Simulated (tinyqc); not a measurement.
Comparisons within one model: shallow acceptor in the spherical four-band model. A value that a table varies takes the place of the one given here.

The ground state 1S3/2 has an L = 0 part f(r) and an L = 2 part g(r). In units of Ry* and a*, with Gaussians f_i = exp(-a_i r^2), g_i = r^2 exp(-a_i r^2), A = a_i + a_j and I(n) = Gamma((n + 1)/2)/(2 A^((n + 1)/2)): S_ff = I(2), S_gg = I(6), H_ff = (6 a_i a_j/A) I(2) - 2 I(1), H_gg = (14 a_i a_j/A) I(6) - 2 I(5), H_fg = -mu [15 I(2) - 20 a_j I(4) + 4 a_j^2 I(6)]; each function is then normalised. The split-off band is left out.

Converged values use 22 exponents 2.2^i, i = -7 to 14, for f and for g.

Units Ry* = Ry/(g1 eps^2) and a* = a0 eps g1; mu = (6 g3 + 4 g2)/(5 g1) is the spherical heavy-light coupling and delta = (g3 - g2)/g1 the cubic term, which is left out.

Constants: Ry = 13.60569312 eV; a0 (Bohr radius) = 0.5291772105 angstrom.

Parameters, chosen for this exercise (near those of a shallow acceptor in Si, where the small spin-orbit splitting and strong warping make this model rough; shifted at random, so the results belong to these values and not to a real crystal): mus = (0.12, 0.26, 0.44, 0.64, 0.73, 0.83, 0.87) (couplings); rc = 1.6 angstrom (radius of the central cell); Vs = (3, 1, 0, -1, -2, -3, -4) eV (central-cell strengths); g1 = 4.29 (Luttinger gamma1); g2 = 0.34 (gamma2); g3 = 1.45 (gamma3); eps = 12.1 (dielectric constant).

## Strength of the heavy-light coupling

Ry* = 21.6617 meV

Converged values in Ry* and a*; the heavy-mass hydrogen model gives 1/(1 - mu).

Results:

| mu | binding (Ry*) | 1/(1 - mu) | ratio | L = 2 weight | <r> (a*) | binding (meV) |
|---|---|---|---|---|---|---|
| 0.12 | 1.013 | 1.136 | 0.892 | 0.006 | 1.484 | 21.9 |
| 0.26 | 1.065 | 1.351 | 0.788 | 0.029 | 1.423 | 23.1 |
| 0.44 | 1.215 | 1.786 | 0.681 | 0.084 | 1.271 | 26.3 |
| 0.64 | 1.620 | 2.778 | 0.583 | 0.184 | 0.988 | 35.1 |
| 0.73 | 2.017 | 3.704 | 0.545 | 0.244 | 0.811 | 43.7 |
| 0.83 | 2.966 | 5.882 | 0.504 | 0.324 | 0.568 | 64.2 |
| 0.87 | 3.758 | 7.692 | 0.488 | 0.359 | 0.455 | 81.4 |

How do the results move?

The binding starts as 1 + O(mu^2), 1.013 at mu = 0.12, since the coupling enters in second order, and reaches 3.76 at mu = 0.87. The ratio to the heavy-mass model falls from 0.89 to 0.49, towards about 0.44 as mu goes to 1: the bound hole is only partly heavy. The L = 2 weight grows to 0.36 and the radius shrinks by a factor 3.3.

## Central-cell correction

mu = 0.46900
a* = 27.469 angstrom

A short-range term V exp(-r^2/rc^2) is added (negative: attracts the hole); its elements are V S (A/(A + 1/rc^2))^(3/2) for f and ^(7/2) for g, in the same units.

Results:

| V (eV) | 1S binding (meV) | 2S binding (meV) | <r> (angstrom) | L = 2 weight |
|---|---|---|---|---|
| 3.0 | 25.7 | 7.22 | 35.9 | 0.095 |
| 1.0 | 26.6 | 7.33 | 34.7 | 0.096 |
| 0.0 | 27.1 | 7.40 | 34.0 | 0.096 |
| -1.0 | 27.8 | 7.49 | 33.2 | 0.097 |
| -2.0 | 28.7 | 7.59 | 32.2 | 0.098 |
| -3.0 | 29.8 | 7.73 | 31.0 | 0.099 |
| -4.0 | 31.3 | 7.89 | 29.6 | 0.100 |

What can be read from the table?

From V = 0 to -4 eV the 1S binding grows by 4.2 meV (15 %) and the 2S binding by 0.49 meV, so the chemical shift sits mainly in the ground state. A repulsion of 3 eV removes 1.4 meV. The slope is 1.49 meV per eV over the last step against 0.48 on the repulsive side, since attraction pulls the state into the cell; over this range the level stays shallow.

## What each parameter does

Converged values. Each row changes one parameter from the base and keeps the others.

Results:

| case | mu | Ry* (meV) | binding (meV) | <r> (angstrom) |
|---|---|---|---|---|
| base | 0.469 | 21.66 | 27.13 | 34.0 |
| g1 = 4.63 | 0.435 | 20.07 | 24.26 | 37.9 |
| g2 = 0.29 | 0.460 | 21.66 | 26.86 | 34.3 |
| g3 = 1.33 | 0.435 | 21.66 | 26.20 | 35.1 |
| eps = 13.1 | 0.469 | 18.48 | 23.15 | 36.8 |

What does this show?

The largest shifts from the base row, up to three for each result and ties (the steps differ in size, so this ranks the rows, not the parameters). mu: g1 -0.034, g3 -0.034, g2 -0.009; unchanged at the printed digits by eps. Ry* (meV): eps -3.18, g1 -1.59; unchanged at the printed digits by g2 and g3. binding (meV): eps -3.98, g1 -2.88, g3 -0.93. <r> (angstrom): g1 +3.8, eps +2.8, g3 +1.0. g1 acts twice: it lowers Ry* and it lowers mu.

(tinyqc, `OMP_NUM_THREADS=1 python tinyqc.py 1250510 1250511 out.jsonl`, Intel(R) Xeon(R) Processor @ 2.30GHz, 1 thread, shared host, about 0.07 s.)
